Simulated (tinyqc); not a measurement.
Charge neutrality of a doped semiconductor with incomplete ionisation. Changing the acceptor depth E_A. Computed by tinyqc, a small Python program. Command: `OMP_NUM_THREADS=1 python tinyqc.py 3026846 3026847 out.jsonl dopant sweep`. One thread of a shared host (Intel(R) Xeon(R) Processor @ 2.30GHz), about 0.03 s of CPU time with the checks.

Energies are counted from the top of the valence band; E_D is measured down from the conduction band and E_A up from the valence band.

Inputs (values chosen for the exercise, modelled on CdTe):

| quantity | value | unit |
|---|---|---|
| gap at 0 K E_g0 | 1.59 | eV |
| Varshni alpha | 0.00031 | eV/K |
| Varshni beta | 110 | K |
| electron mass m_e | 0.0991 | m_0 |
| valleys M_c | 1 | - |
| hole mass m_h | 0.618 | m_0 |
| acceptor density N_A | 2.1e+17 | cm^-3 |
| acceptor degeneracy g_A | 4 | - |
| static dielectric constant eps_s | 10.2 | - |
| temperature T | 250 | K |
| iteration cap | 60 | - |

Doping: p-type. Statistics of the bands: Fermi-Dirac. Solver: Newton steps on the logarithm. Start of Newton steps: intrinsic level E_i.

Constants: m_0 = 9.1093837015e-31 kg; k_B = 1.380649e-23 J/K; h = 6.62607015e-34 J s; k_B = 8.617333262e-05 eV/K.

Method:
- E_g = E_g0 - alpha T^2/(T + beta).
- N_c = 2 M_c (2 pi m_e k_B T/h^2)^(3/2) and N_v = 2 (2 pi m_h k_B T/h^2)^(3/2), masses in units of m_0.
- n_i = sqrt(N_c N_v) exp(-E_g/(2 k_B T)); E_i = E_g/2 + (k_B T/2) ln(N_v/N_c).
- n = N_c F_1/2((E_F - E_g)/k_B T), p = N_v F_1/2(-E_F/k_B T).
- F_1/2(eta) = (2/sqrt(pi)) int_0^infinity sqrt(x)/(1 + exp(x - eta)) dx, by the trapezoid rule in t = sqrt(x) with step 0.02 up to t = 12 (for eta < -12 by exp(eta) - exp(2 eta)/2^(3/2)).
- N_A- = N_A/(1 + g_A exp((E_A - E_F)/k_B T)).
- Neutrality: p + N_D+ = n + N_A-; the log ratio is ln[(p + N_D+)/(n + N_A-)].
- Newton steps from the start named, with the slope from a central difference of 1e-6 eV; the function is the log ratio y = ln[(p + N_D+)/(n + N_A-)]; the bracket -0.3 to E_g + 0.3 eV is narrowed by the sign of y at each step, and a step that would leave it is replaced by its midpoint; stop when |log ratio| < 1e-9.

One run for each value:

| acceptor depth E_A (eV) | majority density p (cm^-3) | ionised share of the acceptors | distance of E_F from the majority band edge (eV) |
|---|---|---|---|
| 0.010 | 1.8608e+17 | 8.8608e-01 | 0.08406 |
| 0.017 | 1.7928e+17 | 8.5369e-01 | 0.08486 |
| 0.029 | 1.6474e+17 | 7.8448e-01 | 0.08670 |
| 0.048 | 1.3580e+17 | 6.4664e-01 | 0.09088 |
| 0.082 | 8.1316e+16 | 3.8722e-01 | 0.10198 |
| 0.140 | 2.5375e+16 | 1.2083e-01 | 0.12711 |
| 0.230 | 3.3261e+15 | 1.5838e-02 | 0.17091 |
| 0.400 | 6.4838e+13 | 3.0875e-04 | 0.25574 |

What does the table show?

Over the rows, majority density p (cm^-3) falls from 1.86e17 to 6.48e13 (exponent d ln y / d ln x -0.070 between the first rows and -7.1 between the last); ionised share of the acceptors falls from 0.886 to 3.09e-4 (exponent d ln y / d ln x -0.070 between the first rows and -7.1 between the last); distance of E_F from the majority band edge (eV) rises from 0.0841 to 0.256 (exponent d ln y / d ln x 0.018 between the first rows and 0.73 between the last).

Caution (rows 0.0100, 0.0170): N^(1/3) a is above 0.2 for the radius a = e^2/(8 pi eps_0 eps_s E) of the dopant: near the Mott value, 0.26, the level broadens, and above it the level has merged with the band and all dopants are ionised, so such results of a fixed depth are only formal.
